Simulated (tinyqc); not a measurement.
Worked calculation: Pariser-Parr-Pople SCF with singles CI, for the molecule NC(C=O)=CC=O (SMILES; centres numbered as the heavy atoms are written). One step of it, computed by the program tinyqc.

Problem. Iteration 1: Fock matrix. F_rr = H_rr + P_rr gamma_rr / 2 + sum_(s != r) P_ss gamma_rs; F_rs = H_rs - P_rs gamma_rs / 2; E = tr P (H + F) / 2 + core repulsion sum_(r<s) z_r z_s gamma_rs.

P at the start, order 1N, 2C, 3C, 4O, 5C, 6C, 7O:
$$\begin{pmatrix}
1.373853 & 0.702458 & 0.000000 & -0.315157 & -0.350389 & -0.182691 & 0.333638 \\
0.702458 & 1.000000 & 0.396352 & 0.000000 & 0.554573 & 0.000000 & -0.204711 \\
0.000000 & 0.396352 & 1.000000 & 0.916342 & 0.000000 & -0.056769 & 0.000000 \\
-0.315157 & 0.000000 & 0.916342 & 1.000000 & -0.204711 & 0.000000 & 0.138155 \\
-0.350389 & 0.554573 & 0.000000 & -0.204711 & 1.328398 & 0.567577 & -0.312698 \\
-0.182691 & 0.000000 & -0.056769 & 0.000000 & 0.567577 & 1.000000 & 0.800786 \\
0.333638 & -0.204711 & 0.000000 & 0.138155 & -0.312698 & 0.800786 & 1.297748
\end{pmatrix}$$

core matrix H (eV), order 1N, 2C, 3C, 4O, 5C, 6C, 7O:
$$\begin{pmatrix}
-57.881263 & -2.240000 & 0.000000 & 0.000000 & 0.000000 & 0.000000 & 0.000000 \\
-2.240000 & -57.207673 & -2.390000 & 0.000000 & -2.390000 & 0.000000 & 0.000000 \\
0.000000 & -2.390000 & -49.552816 & -2.510000 & 0.000000 & 0.000000 & 0.000000 \\
0.000000 & 0.000000 & -2.510000 & -49.963177 & 0.000000 & 0.000000 & 0.000000 \\
0.000000 & -2.390000 & 0.000000 & 0.000000 & -51.572836 & -2.390000 & 0.000000 \\
0.000000 & 0.000000 & 0.000000 & 0.000000 & -2.390000 & -48.275874 & -2.510000 \\
0.000000 & 0.000000 & 0.000000 & 0.000000 & 0.000000 & -2.510000 & -46.876496
\end{pmatrix}$$

repulsion gamma_rs (eV), order 1N, 2C, 3C, 4O, 5C, 6C, 7O:
$$\begin{pmatrix}
16.800000 & 8.280389 & 5.464573 & 4.895942 & 5.463102 & 4.825330 & 3.351926 \\
8.280389 & 11.130000 & 7.554960 & 5.412997 & 7.551992 & 5.239133 & 3.727814 \\
5.464573 & 7.554960 & 11.130000 & 8.102793 & 5.239133 & 3.670500 & 2.896283 \\
4.895942 & 5.412997 & 8.102793 & 15.200000 & 3.727726 & 2.896337 & 2.331441 \\
5.463102 & 7.551992 & 5.239133 & 3.727726 & 11.130000 & 7.554960 & 5.412820 \\
4.825330 & 5.239133 & 3.670500 & 2.896337 & 7.554960 & 11.130000 & 8.104285 \\
3.351926 & 3.727814 & 2.896283 & 2.331441 & 5.412820 & 8.104285 & 15.200000
\end{pmatrix}$$

Centres (angstrom, eV; a flat drawing with bonds scaled to 1.40 angstrom):
```
centre          x          y  core charge z          W   gamma_rr
1N       0.660000  -1.444000              2  25.600000  16.800000
2C       0.527000  -0.050000              1  11.160000  11.130000
3C       1.667000   0.762000              1  11.160000  11.130000
4O       2.941000   0.180000              1  17.700000  15.200000
5C      -0.747000   0.532000              1  11.160000  11.130000
6C      -1.887000  -0.280000              1  11.160000  11.130000
7O      -3.161000   0.301000              1  17.700000  15.200000
```

Give: F; pi energy.

Solution.

F (eV), order 1N, 2C, 3C, 4O, 5C, 6C, 7O:
$$\begin{pmatrix}
-11.268 & -5.148 & 0.000 & 0.771 & 0.957 & 0.441 & -0.559 \\
-5.148 & -7.190 & -3.887 & 0.000 & -4.484 & 0.000 & 0.382 \\
0.000 & -3.887 & -6.434 & -6.222 & 0.000 & 0.104 & 0.000 \\
0.771 & 0.000 & -6.222 & -11.247 & 0.382 & 0.000 & -0.161 \\
0.957 & -4.484 & 0.000 & 0.382 & -5.577 & -4.534 & 0.846 \\
0.441 & 0.000 & 0.104 & 0.000 & -4.534 & -3.722 & -5.755 \\
-0.559 & 0.382 & 0.000 & -0.161 & 0.846 & -5.755 & -8.158
\end{pmatrix}$$

pi energy = -125.315 eV
